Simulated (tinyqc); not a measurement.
# On-chip power grid, static voltage drop by conjugate gradients, step by step

Numbers from tinyqc (`OMP_NUM_THREADS=1 python tinyqc.py 2770203 2770204 out.jsonl`; about 0.1 s on one thread of a shared Intel Xeon 2.30GHz). Printed values are rounded.

A grid of 4 rows and 4 columns, node k = 4 row + column. Neighbours in a row are joined by Rx, in a column by Ry; pad nodes, which reach the supply through Rp: 0, 15. Each node draws I0, node 14 draws kh I0. The drops u = Vdd - V solve G u = i, with G the conductance matrix (1/Rp added on the diagonal at pad nodes).

Inputs (values chosen for the exercise):
- Vdd = 0.7 V (supply voltage)
- Rx = 0.67 ohm (resistance of a horizontal segment)
- Ry = 1.7 ohm (resistance of a vertical segment)
- Rp = 0.27 ohm (resistance from a pad node to the supply)
- I0 = 2.3 mA (load current of an ordinary node)
- kh = 3 (factor on the load at the hot node)

## Diagonal of G, loads and first direction

G_kk = sum of the conductances at node k. Start u = 0, so the residual is r = i; z = r/G_kk (Jacobi preconditioner), p = z.

G_kk (S):
```
         col 0    col 1    col 2    col 3
row 0  5.78448  3.57331  3.57331  2.08077
row 1  2.66901  4.16155  4.16155  2.66901
row 2  2.66901  4.16155  4.16155  2.66901
row 3  2.08077  3.57331  3.57331  5.78448
```

r at the start (mA):
```
       col 0  col 1  col 2  col 3
row 0    2.3    2.3    2.3    2.3
row 1    2.3    2.3    2.3    2.3
row 2    2.3    2.3    2.3    2.3
row 3    2.3    2.3    6.9    2.3
```

p at the start (mV):
```
          col 0     col 1     col 2     col 3
row 0  0.397616  0.643661  0.643661   1.10536
row 1  0.861743  0.552679  0.552679  0.861743
row 2  0.861743  0.552679  0.552679  0.861743
row 3   1.10536  0.643661   1.93098  0.397616
```

## Iteration 1: conjugate-gradient step

u at the start (mV):
```
       col 0  col 1  col 2  col 3
row 0      0      0      0      0
row 1      0      0      0      0
row 2      0      0      0      0
row 3      0      0      0      0
```

q = G p; with z = r/G_kk: a = (r.z)/(p.q); u(new) = u + a p; r(new) = r - a q; b = (r.z)(new)/(r.z); p(new) = z(new) + b p.

q (mA):
```
         col 0     col 1     col 2     col 3
row 0  0.83240   0.42075  -0.63558   0.83240
row 1  0.73431  -0.51481  -0.51481   0.31799
row 2  0.31799  -0.51481  -1.27206   0.73431
row 3  0.83240  -2.55696   5.02075  -1.08897
```

a = 3.80488

u after iteration 1 (mV):
```
         col 0    col 1    col 2    col 3
row 0  1.51288  2.44905  2.44905  4.20575
row 1  3.27883  2.10288  2.10288  3.27883
row 2  3.27883  2.10288  2.10288  3.27883
row 3  4.20575  2.44905  7.34715  1.51288
```

r after iteration 1 (mA):
```
         col 0    col 1     col 2    col 3
row 0  -0.8672   0.6991    4.7183  -0.8672
row 1  -0.4939   4.2588    4.2588   1.0901
row 2   1.0901   4.2588    7.1400  -0.4939
row 3  -0.8672  12.0289  -12.2033   6.4434
```

b = 3.26241

p after iteration 1 (mV):
```
         col 0    col 1    col 2    col 3
row 0  1.14727  2.29553  3.42032  3.18936
row 1  2.62629  2.82643  2.82643  3.21979
row 2  3.21979  2.82643  3.51878  2.62629
row 3  3.18936  5.46620  2.88452  2.41110
```

## Iteration 2: conjugate-gradient step

As before.

q (mA):
```
          col 0     col 1     col 2     col 3
row 0   1.66530  -0.27726   2.37283  -0.36260
row 1   0.22219   0.61101  -1.34371   0.95411
row 2   0.95411  -3.17326   3.14578  -1.55460
row 3  -3.41616   8.80434  -3.51976   8.09681
```

a = 2.13822

u after iteration 2 (mV):
```
         col 0    col 1    col 2    col 3
row 0   3.9660   7.3574   9.7624  11.0253
row 1   8.8944   8.1464   8.1464  10.1634
row 2  10.1634   8.1464   9.6268   8.8944
row 3  11.0253  14.1370  13.5149   6.6683
```

r after iteration 2 (mA):
```
         col 0    col 1    col 2     col 3
row 0  -4.4280   1.2919  -0.3553   -0.0919
row 1  -0.9690   2.9523   7.1319   -0.9500
row 2  -0.9500  11.0439   0.4136    2.8301
row 3   6.4373  -6.7967  -4.6773  -10.8694
```

b = 0.902547

p after iteration 2 (mV):
```
         col 0    col 1    col 2    col 3
row 0  0.26997  2.43337  2.98755  2.83439
row 1  2.00729  3.26041  4.26475  2.55007
row 2  2.55007  5.20479  3.27526  3.43072
row 3  5.97227  3.03142  1.29446  0.29707
```

## Iteration 3: conjugate-gradient step

As before.

q (mA):
```
          col 0     col 1     col 2     col 3
row 0  -3.25103   1.91534   0.30443  -0.06134
row 1  -1.16767  -0.28594   5.39160  -3.24451
row 2  -5.65604   9.26436  -2.52881   2.59339
row 3   6.40238  -3.07529  -2.26902  -2.23171
```

a = 1.46632

u after iteration 3 (mV):
```
         col 0    col 1    col 2    col 3
row 0   4.3619  10.9255  14.1431  15.1814
row 1  11.8377  12.9272  14.3999  13.9027
row 2  13.9027  15.7783  14.4294  13.9249
row 3  19.7826  18.5820  15.4130   7.1039
```

r after iteration 3 (mA):
```
          col 0     col 1     col 2     col 3
row 0   0.33906  -1.51655  -0.80173  -0.00193
row 1   0.74315   3.37159  -0.77386   3.80747
row 2   7.34354  -2.54056   4.12168  -0.97259
row 3  -2.95059  -2.28738  -1.35020  -7.59698
```

b = 0.465717

p after iteration 3 (mV):
```
         col 0    col 1    col 2     col 3
row 0  0.18434  0.70885  1.16699   1.31910
row 1  1.21326  2.32860  1.80021   2.61416
row 2  3.93902  1.81347  2.51576   1.23334
row 3  1.36336  0.77165  0.22499  -1.17499
```

## Course of the conjugate-gradient iteration

Stop when |r| is below 1e-9 mA.

Course of the iteration:
```
iteration  largest u (mV)  |r| (mA)
1                 7.34715      21.6
2                 14.1370      21.0
3                 19.7826      13.5
4                 21.4038      6.40
5                 20.5647      3.76
6                 20.2326      2.00
7                 19.8486      1.23
8                 19.6371     0.753
9                 19.5821     0.378
10                19.5745    0.0609
11                19.5676    0.0177
12                19.5670   7.80e-3
13                19.5683   2.28e-3
14                19.5684   8.92e-4
15                19.5685   4.53e-5
16                19.5685   < 1e-11
```

Converged in 16 iterations for 16 unknowns; in exact arithmetic the method needs at most 16. The condition number of the scaled matrix is 43.2. Gauss-Seidel sweeps in node order need 251 to reach the same residual.

## Worst drop, pad currents and power lost

converged u (mV):
```
         col 0    col 1    col 2    col 3
row 0   5.2744  12.6184  16.5757  18.2936
row 1  15.9399  17.3012  18.3478  18.7426
row 2  19.2412  18.8724  17.8639  16.2833
row 3  19.5685  18.1565  14.9214   5.9036
```

Pad current u/Rp; worst drop as a share of Vdd; power lost in the grid and pads sum_k i_k u_k; power delivered sum_k i_k (Vdd - u_k).

worst drop = 19.5685 mV
share of Vdd = 2.79550 %
pad currents (mA): node 0 19.5349, node 15 21.8651
power lost = 0.652618 mW
power delivered = 28.3274 mW

The pad currents add up to the total load, 41.40 mA. The worst drop is at node 12, not at the hot node.
